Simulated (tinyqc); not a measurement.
Critical temperature from a phonon spectrum: McMillan, Allen-Dynes and the linearised Eliashberg equation: one step, computed by the program tinyqc. Command: `OMP_NUM_THREADS=1 python tinyqc.py 3014753 3014754 out.jsonl eliashberg walk`. One thread of a shared host (Intel(R) Xeon(R) Processor @ 2.30GHz), about 0.01 s of CPU time with the checks.

alpha^2 F(omega) = sum_i (lambda_i omega_i/2) delta(omega - omega_i), so that lambda = 2 int alpha^2 F/omega d omega = sum_i lambda_i.

Task: McMillan and Allen-Dynes. McMillan form: k_B T_c = (omega_log/1.2) exp[-1.04 (1 + lambda)/(lambda - mu* (1 + 0.62 lambda))]. Allen-Dynes multiplies it by f1 f2: f1 = [1 + (lambda/L1)^(3/2)]^(1/3), L1 = 2.46 (1 + 3.8 mu*); f2 = 1 + (omega_rms/omega_log - 1) lambda^2/(lambda^2 + L2^2), L2 = 1.82 (1 + 6.3 mu*) omega_rms/omega_log.

Inputs (values chosen for the exercise, for a model metal): Coulomb pseudopotential mu* = 0.15.

Peaks in alpha^2 F: three.

lambda = 1.831

omega_rms = 15.43307 meV

omega_log = 12.24102 meV

Constants: k_B = 8.617333262e-05 eV/K.

Give: T_c, McMillan form; f1; f2; T_c, Allen-Dynes.

Result:

T_c, McMillan form = 16.86 K

f1 = 1.099

f2 = 1.038

T_c, Allen-Dynes = 19.22 K

The two corrections raise T_c by 14.0 %. Caution: for lambda above about 1.5 the plain McMillan form saturates and falls short.
